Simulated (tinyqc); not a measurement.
Expansion against temperature: quasi-harmonic thermal expansion with mode Grueneisen parameters. Computed by tinyqc, a small Python program. Command: `OMP_NUM_THREADS=1 python tinyqc.py 3022148 3022149 out.jsonl qha walk`. One thread of a shared host (Intel(R) Xeon(R) Processor @ 2.30GHz), about 0.03 s of CPU time with the checks.

A crystal with two atoms a cell; per atom there are 1 transverse acoustic (TA), 1/2 longitudinal acoustic (LA) and 3/2 optical (O) modes. Every frequency of group i scales as nu_i (V/V0)^(-gamma_i). Each group has one frequency. Static energy: E = (9 V0 B0/16) [y^3 B' + y^2 (2 - 4 y)], y = (V0/V)^(2/3) - 1, with pressure P_s = (3 B0/2) (z^7 - z^5) [1 + (3/4)(B' - 4)(z^2 - 1)], z = (V0/V)^(1/3).

Inputs (values chosen for the exercise, modelled on diamond): static volume V0 = 5.67 angstrom^3/atom; static bulk modulus B0 = 453 GPa; static B' = 3.8; frequency nu_TA = 20.9 THz; frequency nu_LA = 30.5 THz; frequency nu_O = 37.2 THz; Grueneisen parameter gamma_TA = 0.49; Grueneisen parameter gamma_LA = 0.98; Grueneisen parameter gamma_O = 1.

Acoustic groups: Einstein.

Constants: h x 1 THz = 4.135667696 meV; k_B = 8.617333262e-05 eV/K; 1 eV/angstrom^3 = 160.2176634 GPa.

Method:
- For a mode with x = h nu/(k_B T), n = 1/(exp(x) - 1): U = h nu (n + 1/2), C/k_B = x^2 n (n + 1); U_i and C_i sum these over group i with its weight per atom.
- Phonon pressure P_ph = sum_i gamma_i U_i/V.
- B_T = -V d(P_s + P_ph)/dV at fixed T (central difference, step 1e-4 V); alpha_V = sum gamma_i C_i k_B/(B_T V), all at V(T); the linear coefficient is alpha_L = alpha_V/3.
- V(T) solves P_s + P_ph = 0. The Grueneisen estimate uses C_i, V0 and B0 at the static volume; gamma_th = sum gamma_i C_i / sum C_i is taken at V(T).

Quasi-harmonic results:
```
T (K)  V/V0 - 1 (%)  B_T (GPa)  alpha_L (ppm/K)  alpha_L, Grueneisen estimate  gamma_th
20           1.0497     444.24           0.0000                        0.0000   0.49000
40           1.0497     444.24           0.0000                        0.0000   0.49001
70           1.0497     444.24           0.0001                        0.0001   0.49086
100          1.0498     444.24           0.0042                        0.0040   0.49669
150          1.0501     444.23           0.0589                        0.0565   0.52676
220          1.0537     444.15           0.3098                        0.2983   0.59728
300          1.0669     443.84           0.8095                        0.7829   0.67033
450          1.1281     442.62           1.8609                        1.8100   0.74652
700          1.3192     439.48           3.0441                        2.9647   0.79183
1000         1.6325     435.01           3.7307                        3.6192   0.80945
```

What does the comparison show, and why?

alpha_L is positive throughout. gamma_th moves from 0.49, near gamma_TA = 0.49, to 0.81, near the average over all modes, 0.83, as the stiffer groups take up their share of C. B_T changes by -2.1 % over the table, and at the highest T the estimate at fixed V0 and B0 is off by -3.0 %. In the coldest rows alpha_L is far too small in size, since one frequency a group leaves out the long acoustic waves.

Extremes, crossings and ranges named in words are read from the listed rows.
